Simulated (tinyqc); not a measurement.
# Octagonal on-chip spiral inductor, lumped pi model: quality factor against frequency

Outer diameter do = di + 2 n wd + 2 (n - 1) sp, mean da = (do + di)/2, fill p = (do - di)/(do + di), length l = 3.314 n da. L = 2.25 mu0 n^2 da/(1 + 3.55 p), mu0 = 4 pi 1e-7 H/m. Rs = rho l/(wd delta (1 - exp(-th/delta))), delta = sqrt(rho/(pi f mu0)). Cs = n wd^2 eps0 eo/hu across the coil. At each end Cox = l wd eps0 eo/(2 ho) leads to the substrate branch Rsi = 2 rs he/(l wd) in parallel with Csi = l wd eps0 11.7/(2 he). With one end grounded Y = 1/(Rs + i w L) + i w Cs + 1/[1/(i w Cox) + 1/(1/Rsi + i w Csi)], w = 2 pi f; Q = -Im Y/Re Y. Eddy currents in neighbouring turns and in the substrate are left out.

Apparent inductance Im(1/Y)/w; share of the loss Re(substrate branch)/Re Y.

Values chosen for this exercise; values of the order met in silicon radio-frequency processes: number of turns n = 6.5; line width wd = 15 um; space between turns sp = 2 um; inner diameter di = 100 um; metal thickness th = 4 um; metal resistivity rho = 3 uohm cm; oxide below the coil ho = 8.4 um; oxide between coil and underpass hu = 0.7 um; relative permittivity of the oxide eo = 4.1; substrate resistivity rs = 1 ohm cm; effective spreading depth in the substrate he = 80 um.

Constants: eps0 = 8.8541878128e-12 F/m. Results are converted to the units shown.

Quality factor against frequency:

| f (GHz) | Rs (ohm) | w L/Rs | Q | apparent inductance (nH) | loss in the substrate (%) |
|---|---|---|---|---|---|
| 0.06 | 2.668 | 1.236 | 1.235 | 8.748 | 4.824e-5 |
| 0.099 | 2.797 | 1.945 | 1.943 | 8.752 | 2.606e-4 |
| 0.16 | 2.960 | 2.971 | 2.964 | 8.763 | 0.001479 |
| 0.26 | 3.178 | 4.497 | 4.472 | 8.791 | 0.009057 |
| 0.43 | 3.481 | 6.789 | 6.687 | 8.870 | 0.06018 |
| 0.71 | 3.892 | 10.03 | 9.599 | 9.094 | 0.3941 |
| 1.2 | 4.484 | 14.71 | 12.73 | 9.820 | 2.710 |
| 1.9 | 5.194 | 20.10 | 12.65 | 12.04 | 13.08 |
| 3.1 | 6.221 | 27.39 | 3.879 | 30.76 | 46.96 |

What does the table show?

Q goes from 1.24 through a maximum of 12.7 (at f = 1.2 GHz among the rows listed) to 3.88; the exact peak is 13.4 at 1.54 GHz and Q reaches zero at the self-resonance, 3.62 GHz. The share of the substrate rises from 4.82e-5 to 47.0 %, and the apparent inductance ends at 3.52 times L. At the peak the substrate takes 6.48 % of the loss.

Program tinyqc, `OMP_NUM_THREADS=1 python tinyqc.py 2302229 2302230 out.jsonl`; Intel Xeon 2.30GHz, shared host, one thread, about 0.01 s.
